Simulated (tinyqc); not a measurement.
Kinetic Monte Carlo and master equation for a particle on a ring of sites with traps and bias. Changing the temperature T. Computed by tinyqc, a small Python program. Command: `OMP_NUM_THREADS=1 python tinyqc.py 3000685 3000686 out.jsonl kmc sweep`. One thread of a shared host (Intel(R) Xeon(R) Processor @ 2.30GHz), about 0.01 s of CPU time with the checks.

8 sites on a ring, numbered 1 to 8. The saddle between i and i+1 lies at E0 + s b_i and site i at s eps_i; a force F tilts the landscape, with the saddle half-way.

Inputs (values chosen for the exercise, for a model defect):
```
quantity                         value         unit
reference barrier E0              0.32           eV
scale factor s of the disorder       1            -
attempt frequency nu                17          THz
site spacing a                     2.2     angstrom
force F along the ring          0.0024  eV/angstrom
```

Disorder: both.

site energies eps_i (eV): -0.059  -0.045  -0.04  0  -0.012  0  -0.041  -0.019

saddle shifts b_i between sites i and i+1 (eV): -0.03  0.012  0.014  -0.014  0.025  0.03  -0.027  -0.034

Constants: k_B = 8.617333262e-05 eV/K.

Method:
- Rates: k(i to i+1) = nu exp(-(E0 + s b_i - s eps_i - F a/2)/(k_B T)), k(i to i-1) = nu exp(-(E0 + s b_(i-1) - s eps_i + F a/2)/(k_B T)).
- Share right = k right/(k right + k left); mean stay = 1/(k right + k left).
- Master equation dP/dt = W P, W_(i+1,i) = k right, W_(i-1,i) = k left, columns summing to zero. The steady state is its null vector; drift v = a sum P_i (k right - k left). D = a^2 lambda''(0)/2, where lambda(q) is the leading eigenvalue of W with right hops weighted by exp(q) and left hops by exp(-q).
- The slowest relaxation rate is minus the real part of the next eigenvalue of W. 1 angstrom = 1e-8 cm.
- At zero force D0 = a^2 nu exp(-E0/(k_B T)) / [<exp(-s eps/(k_B T))> <exp(s b/(k_B T))>], with means over the ring; Einstein relation v = D0 F/(k_B T); 1 angstrom = 1e-8 cm.

One run for each value:
```
temperature T (K)  zero-force diffusivity D0 (cm^2/s)  D0 over the value without disorder  drift velocity v (cm/s)
140                                        2.4932e-16                             0.01002               6.7385e-09
170                                        7.7400e-14                             0.02885               1.5074e-06
210                                        1.2044e-11                             0.07001               1.7416e-04
250                                        3.5874e-10                             0.12314               4.1843e-03
310                                        1.0837e-08                             0.20988               9.9254e-02
380                                        1.4331e-07                             0.30550               1.0584e+00
460                                        1.0228e-06                             0.39851               6.2099e+00
560                                        5.3218e-06                             0.49049               2.6487e+01
```

What does the table show, and why?

Over the rows, zero-force diffusivity D0 (cm^2/s) rises from 2.49e-16 to 5.32e-6 (exponent d ln y / d ln x 30 between the first rows and 8.4 between the last); D0 over the value without disorder rises from 0.0100 to 0.490 (exponent d ln y / d ln x 5.4 between the first rows and 1.1 between the last); drift velocity v (cm/s) rises from 6.74e-9 to 26.5 (exponent d ln y / d ln x 28 between the first rows and 7.4 between the last). The apparent barrier of D0 is 0.392 eV between the coldest rows and 0.366 eV between the hottest; at low T it tends to the highest saddle minus the deepest site, 0.409 eV, at high T to the mean difference, 0.344 eV.

Extremes, crossings and ranges named in words are read from the listed rows.
